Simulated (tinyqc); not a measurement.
## Permittivity and interface capacitance from two thicknesses

Problem. 1/C = t/(eps0 ek) + 2/ci for planar capacitors that differ only in thickness. Find ek, ci and the EOT of the interfaces, 2 x 3.9 eps0/ci.

Constants: eps0 = 8.8541878128e-14 F/cm where lengths are in cm. Results are converted to the units shown.

C at t = 11 and 34 nm (uF/cm^2): [2.5334593, 0.83059850]

Answer. 1/C is a straight line in t: the slope gives ek and the intercept 2/ci. A single thickness would give only the effective permittivity; when the interfaces are a small part of 1/C, ci needs very accurate data.

ek = 32.1
ci = 260 uF/cm^2
EOT of the interfaces = 0.0266 nm

Computed by the program tinyqc: `OMP_NUM_THREADS=1 python tinyqc.py 2102119 2102120 out.jsonl`, one thread of a shared Intel Xeon 2.30GHz, about 0.01 s for the whole run.
